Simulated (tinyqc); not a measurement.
Worked calculation: classical Heisenberg spin chain: exact results, Metropolis, heat-bath and over-relaxation steps, and a Monte Carlo run. Computed by tinyqc, a small Python program that keeps every step. Command: `OMP_NUM_THREADS=1 python tinyqc.py 3130318 3130319 out.jsonl heismc walk`. One thread of a shared host (Intel(R) Xeon(R) Processor @ 2.30GHz), about 0.2 s of CPU time with the checks. Intermediate numbers are printed to about 7 digits and carried at full precision; extremes and crossings named in words are read from the listed rows.

E = -J sum_i s_i . s_(i+1) for unit vectors s_i on an open chain; K = J/(k_B T).

Inputs (values chosen for the exercise, for a model chain of large moments):

| quantity | value | unit |
|---|---|---|
| coupling J | 6.9 | meV |
| temperature T | 72.9 | K |
| moment mu | 2.2 | mu_B |
| length N of the open chain | 8 | - |
| seed | 357839 | - |

Update: Metropolis.

Constants: k_B = 8.617333262e-05 eV/K; mu_B = 5.7883818060e-05 eV/T.

## Exact results

Each bond angle is independent, so u = <s_i . s_(i+1)> = coth K - 1/K, <s_i . s_(i+n)> = u^n, correlation length xi = -1/ln|u|, energy per bond -J u, heat capacity per bond c/k_B = 1 - K^2/sinh^2 K, and for the long chain chi = mu^2 (1 + u)/(3 k_B T (1 - u)) per spin.

K = 1.098370

u = 0.3396963

xi = 0.9261804 sites

energy per bond = -2.343905 meV

heat capacity = 0.3209794 k_B/bond

chi over the Curie value = 2.028909

chi = 0.03016085 mu_B/T per spin

## Finite chain

For N spins, <|sum s|^2>/N = (1 + u)/(1 - u) - 2 u (1 - u^N)/(N (1 - u)^2); the long chain has (1 + u)/(1 - u), chi over the Curie value, and the difference is relative to it.

<|sum s|^2>/N = 1.834164

difference from the long chain = -9.598509 %

## Four single-spin steps

four neighbouring spins (rows; components x, y, z):
```
        1        2        3
1  0.3316   0.5073   0.7954
2  0.2374   0.9086  -0.3436
3  0.0088  -0.5290  -0.8486
4  0.2333  -0.7947   0.5604
```

random numbers, one row a step:
```
        1       2       3
1  0.7209  0.3337  0.4643
2  0.9682  0.5283  0.2387
3  0.4833  0.0172  0.7617
4  0.3522  0.1247  0.7593
```

The given spins are first normalised. Spins 2 and 3 are updated in turn, with h = K (sum of the two neighbours). Trial spin with z = 2 r1 - 1 and azimuth 2 pi r2; it is accepted if r3 < min(1, exp(h . s_trial - h . s_old)).

Steps:

| spin | \|h\| | h . s before | h . s trial | acceptance | accepted | x | y | z |
|---|---|---|---|---|---|---|---|---|
| 2 | 0.379172 | 0.087191 | -0.212660 | 0.740929 | yes | -0.4503455 | 0.7758877 | 0.4418 |
| 3 | 1.126488 | -0.925275 | 1.114395 | 1.000000 | yes | -0.3454012 | -0.0620728 | 0.9364 |
| 2 | 1.964085 | 1.226636 | -0.025872 | 0.285787 | no | -0.4503455 | 0.7758877 | 0.4418 |
| 3 | 1.126488 | 1.114395 | -0.500658 | 0.198880 | no | -0.3454012 | -0.0620728 | 0.9364 |

## A run and its error bars

From the ordered state (alternating for J < 0), with trial spins uniform on the sphere, 200 sweeps are discarded and 1600 recorded (even and odd sites in turn; random numbers not printed, so these rows are one sample). Errors are the scatter of block means over sqrt(number of blocks).

Blocking:

| block length | mean bond product | error | <\|sum s\|^2>/N | error |
|---|---|---|---|---|
| 1 | 0.3385553 | 0.004759267 | 1.781625 | 0.02927171 |
| 4 | 0.3385553 | 0.006234436 | 1.781625 | 0.04036886 |
| 16 | 0.3385553 | 0.007162642 | 1.781625 | 0.04964356 |
| 40 | 0.3385553 | 0.006927872 | 1.781625 | 0.04641260 |
| 80 | 0.3385553 | 0.007913092 | 1.781625 | 0.05095348 |

With blocks of 40 the bond product is 0.2 error bars from the exact u = 0.3397, and <|sum s|^2>/N is 1.1 from the exact 1.834. Blocking to 40 changes the two errors by factors 1.5 and 1.6, because successive sweeps are correlated. 58 % of the trial spins are accepted.

Checks made by the program: c against a difference of the energy (relative difference 1e-08).
